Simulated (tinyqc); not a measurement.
Shape against the ratio gamma(100)/gamma(111): equilibrium crystal shape, supported particles, Gibbs-Thomson effect and coarsening. Computed by tinyqc, a small Python program. Command: `OMP_NUM_THREADS=1 python tinyqc.py 3015329 3015330 out.jsonl wulff walk`. One thread of a shared host (Intel(R) Xeon(R) Processor @ 2.30GHz), about 0.04 s of CPU time with the checks.

A cubic crystal bounded by {100}, {110} and {111} facets only.

Inputs (values chosen for the exercise, for a model metal): lattice constant a = 3.5 angstrom; first-neighbour bond energy e1 = 0.468 eV; second-neighbour bond energy e2 = 0.052 eV.

Surface energies: broken bonds, bcc.

Constants: 1 eV/angstrom^2 = 16.02176634 J/m^2.

Method:
- A cut with normal n breaks sum_R |R.n|/(2 Omega) bonds per area (R over all neighbours of a shell) and makes two surfaces: gamma = sum over shells e_s sum_R |R.n|/(4 Omega). bcc: 8 neighbours a/2 (1,1,1), 6 at a (1,0,0), Omega = a^3/2.
- Wulff construction: the facet planes lie at distances lambda gamma from the centre, and the shape is the region inside all of them; V = (1/3) sum of area x distance. gamma_mean = sum A gamma / sum A; shape factor eta = A/V^(2/3) (4.836 for a sphere).
- gamma(110)/gamma(111) is held at the value of this crystal.

gamma (J/m^2): (100) 1.29220, (110) 0.96182, (111) 1.17798

Area fractions:
```
gamma(100)/gamma(111)   {100}   {110}  {111}     eta
0.550                  1.0000  0.0000      0  6.0000
0.658                  0.6682  0.3318      0  5.4054
0.790                  0.3195  0.6805      0  5.1642
0.932                  0.1100  0.8900      0  5.2127
1.100                  0.0064  0.9936      0  5.3329
1.230                  0.0000  1.0000      0  5.3454
1.430                  0.0000  1.0000      0  5.3454
1.750                  0.0000  1.0000      0  5.3454
```

What does the comparison show, and why?

{100} holds 100 % of the area in the first row and 0 % in the last; without {110} the limits are a cube below 1/sqrt(3) = 0.577 and an octahedron above sqrt(3) = 1.732. The roundest shape among these rows (eta = 5.164) is at the ratio 0.79; {110} shows in 7 rows.
